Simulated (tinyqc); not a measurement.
Inside a calculation. Model: Keating valence-force model of a tetrahedral crystal. Computed by tinyqc, a small Python program that keeps every step. Command: `OMP_NUM_THREADS=1 python tinyqc.py 3020735 3020736 out.jsonl keating walk`. One thread of a shared host (Intel(R) Xeon(R) Processor @ 2.30GHz), about 0.02 s of CPU time with the checks. Intermediate numbers are printed to about 7 digits and carried at full precision; extremes and crossings named in words are read from the listed rows.

Atom A sits at 0 and atom B at a/4 (1,1,1) of an fcc lattice; the four bonds from A are t = a/4 (1,1,1), a/4 (1,-1,-1), a/4 (-1,1,-1), a/4 (-1,-1,1), of length d = sqrt(3) a/4. Energy: E = (3 alpha/(8 d^2)) sum over bonds (r.r - d^2)^2 + (3 beta/(8 d^2)) sum over pairs of bonds at one atom (r_i.r_j + d^2/3)^2; both atoms have the mass M. The cell holds two atoms, Omega = a^3/4. 1 N/m = 1 J/m^2. With constants fitted to the elastic moduli this model puts optical and zone-boundary frequencies of real crystals too high, by up to about 20 % in elemental crystals and up to about 50 % in compounds, and mostly by more for TA modes; in compounds the lattice part of the static dielectric constant then comes out too low.

Inputs (values chosen for the exercise, modelled on diamond): lattice constant a = 3.567 angstrom; atomic mass M = 12.011 u; bond stretching alpha = 129 N/m; bond bending beta = 91 N/m; mesh divisions n = 4; temperature T = 600 K.

Structure: diamond.

wave vector q (2 pi/a): [0.18, 0.33, 0.22]

Constants: 1 eV/angstrom^2 = 16.02176634 J/m^2; nu for 1 eV/(angstrom^2 u) = 15.6333042 THz; 1 THz = 33.35640952 1/cm; u = 1.6605390666e-27 kg; h x 1 THz = 4.135667696 meV; k_B = 8.617333262e-05 eV/K.

## Dynamical matrix at q

With displacements u exp(i q.r), each bracket changes by g.u, where g = (g_A, g_B): bond t, g = (-2 t, 2 t exp(i q.t)); pair (i, j) at A, g = (-(t_i + t_j), t_i exp(i q.t_j) + t_j exp(i q.t_i)); pair at B, g = (-t_i exp(-i q.t_j) - t_j exp(-i q.t_i), t_i + t_j). Then D_mn = sum over the 4 bonds and 12 pairs of (4 k/a^2) conj(g_m) g_n / sqrt(M_m M_n), with k = alpha or beta converted to eV/angstrom^2.

D(q) (eV/(angstrom^2 u)), rows A x, A y, A z, B x, B y, B z:
$$\begin{pmatrix}
4.720387 & 0.218097-0.101064i & 0.161512-0.030045i & -3.588950+0.214119i & 0.102727-0.223181i & 0.064840-0.353590i \\
0.218097+0.101064i & 4.964718 & 0.259450+0.066252i & 0.102727-0.223181i & -3.588950+0.214119i & 0.127300-0.180100i \\
0.161512+0.030045i & 0.259450-0.066252i & 4.755924 & 0.064840-0.353590i & 0.127300-0.180100i & -3.588950+0.214119i \\
-3.588950-0.214119i & 0.102727+0.223181i & 0.064840+0.353590i & 4.720387 & 0.218097+0.101064i & 0.161512+0.030045i \\
0.102727+0.223181i & -3.588950-0.214119i & 0.127300+0.180100i & 0.218097-0.101064i & 4.964718 & 0.259450-0.066252i \\
0.064840+0.353590i & 0.127300+0.180100i & -3.588950-0.214119i & 0.161512-0.030045i & 0.259450+0.066252i & 4.755924
\end{pmatrix}$$

## Frequencies at q

Diagonalise the Hermitian matrix D. An eigenvalue lambda of D in eV/(angstrom^2 u) gives nu = 15.6333042 THz x sqrt(lambda). The weight on A is the sum of |e|^2 over the three components of atom A.

frequencies (THz): [14.40384, 14.74212, 21.28843, 44.96905, 45.12605, 46.06742]

weights on atom A: [0.5, 0.5, 0.5, 0.5, 0.5, 0.5]

With equal masses the inversion that swaps the two atoms makes every weight one half.

## Elastic constants and internal strain

C11 = (alpha + 3 beta)/a, C12 = (alpha - beta)/a, C44 = 4 alpha beta/(a (alpha + beta)); with the two sublattices clamped C44(0) = (alpha + beta)/a; internal-strain parameter zeta = (alpha - beta)/(alpha + beta); B = (C11 + 2 C12)/3.

C11 = 1126.997 GPa

C12 = 106.5321 GPa

C44 = 598.3638 GPa

clamped C44(0) = 616.7648 GPa

internal-strain parameter zeta = 0.1727273

bulk modulus B = 446.6872 GPa

Letting the sublattices shift lowers C44 by 3 %, which is zeta^2. With zeta well below 1 the stiff angles force the bond lengths to change in a shear. The model fixes 2 C44 (C11 + C12)/((C11 - C12)(C11 + 3 C12)) = 1.000 whatever alpha and beta are.

## Optical mode at the zone centre

mu = M/2; lambda = 4 (alpha + beta)/mu with the springs in eV/angstrom^2; nu = 15.6333042 THz x sqrt(lambda).

reduced mass mu = 6.0055 u

Raman frequency = 47.27835 THz

the same as a wavenumber = 1577.036 1/cm

## Frequencies at the zone boundary

The formulas are those given above.

Frequencies (THz) at points given in 2 pi/a:
```
point                  nu 1      nu 2      nu 3      nu 4      nu 5      nu 6
X (1, 0, 0)        30.40687  30.40687  36.20311  36.20311  39.74808  39.74808
L (0.5, 0.5, 0.5)  21.50090  21.50090  33.14470  42.10646  42.10646  42.77973
W (1, 0.5, 0)      32.36683  32.36683  33.43084  33.43084  40.61920  40.61920
K (0.75, 0.75, 0)  28.09228  32.79120  34.00688  36.96452  38.02718  42.15599
```

At X the two longitudinal modes are degenerate (39.75 THz), as the diamond symmetry demands.

## Lowest frequency at X

Take the lowest frequency at X = (1, 0, 0) 2 pi/a, the transverse acoustic (TA) mode.

TA frequency at X = 30.40687 THz

## Transverse acoustic branch against its sound line

The sound line is nu = v q/(2 pi) with v = sqrt(C44/rho), rho = (M_A + M_B)/Omega; the clamped line uses C44(0).

Frequencies (THz) along G-X; columns: (1) q (2 pi/a); (2) lowest branch; (3) sound line, relaxed C44; (4) sound line, clamped C44(0); (5) third-lowest frequency; (6) highest frequency:
```
(1)        (2)       (3)       (4)       (5)       (6)
0.05   1.82820   1.82871   1.85662   2.50819  47.27201
0.15   5.47229   5.48613   5.56985   7.48820  47.21817
0.30  10.86114  10.97227  11.13970  14.73413  46.99692
0.45  16.08035  16.45840  16.70955  21.51188  46.50218
0.60  21.03308  21.94453  22.27940  27.62738  45.57537
0.75  25.57792  27.43067  27.84925  32.93197  44.04435
0.90  29.30751  32.91680  33.41910  37.09868  41.75442
1.00  30.40687  36.57422  37.13233  36.20311  39.74808
```

At small q the branch follows the relaxed line (1.000 of it, against 0.985 of the clamped one): in a long shear wave the sublattices shift against each other. At X it reaches 83 % of the relaxed line. Real tetrahedral semiconductors have flatter TA branches than a Keating model fitted to their elastic constants, which needs longer-ranged terms to mend.

## Thermal sums on a mesh

Mesh: q = sum_i (m_i + 1/2)/n b_i, m_i = 0..n-1, with b = [[-1, 1, 1], [1, -1, 1], [1, 1, -1]] in 2 pi/a; sums over the six modes are averaged over the n^3 points and halved, per atom. With x = h nu/(k_B T) and n = 1/(exp(x) - 1) for each mode: F = k_B T [x/2 + ln(1 - exp(-x))], U = k_B T x (n + 1/2), S/k_B = x n - ln(1 - exp(-x)), C/k_B = x^2 n (n + 1). The acoustic share counts the three lowest modes at each q; zero-point energy = sum h nu/2.

free energy F = 193.7574 meV/atom

entropy S = 0.9684560 k_B/atom

heat capacity C = 1.696616 k_B/atom

acoustic share of C = 0.6282494

zero-point energy = 209.6414 meV/atom

C is 57 % of the classical value; the optical modes are partly excited.

Checks made by the program: slopes of the acoustic branches along [110] against C11, C12 and the relaxed C44 (relative difference 1e-06); zone-centre optical mode against D(q = 0) (relative difference below 1e-10); longitudinal modes at X against the diagonal of D (relative difference below 1e-10).
